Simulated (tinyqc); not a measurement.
A ladder of methods, and size consistency: correlation methods against full CI in the 6-311g basis, for He, spin multiplicity 1. Computed by the program tinyqc with PySCF. 

Geometry (angstrom):
```
atom       x       y       z
He    0.0000  0.0000  0.0000
```

RHF energy of one = -2.859895 hartree

All electrons correlated; +Q is the Davidson correction (1 - c0^2) E_corr. The last columns treat two copies 100 angstrom apart as one system. FCI is the lowest singlet.

Correlation energies (hartree):
```
method   E_corr of one  share of FCI (%)  E_corr of two at 100 angstrom  two minus twice one (mhartree)
MP2           -0.01291            78.113                       -0.02581                           0.000
CISD          -0.01652           100.000                       -0.03291                           0.140
CISD+Q        -0.01659           100.427                       -0.03318                        4.13e-03
CCSD          -0.01652           100.000                       -0.03305                           0.000
CCSD(T)       -0.01652           100.000                       -0.03305                           0.000
FCI           -0.01652           100.000                              -                               -
```

MP2 recovers 78 %, CISD 100.0 % and CCSD 100.0 % of the FCI value (c0^2 = 0.996 in CISD). MP2 and coupled cluster are size consistent, so their last column vanishes; CISD loses 0.14 mhartree, since a double excitation on each copy is a quadruple of the pair, and the Davidson correction leaves +0.00. With two electrons, or one virtual orbital, CISD and CCSD are exact for one copy, so +Q overshoots there.
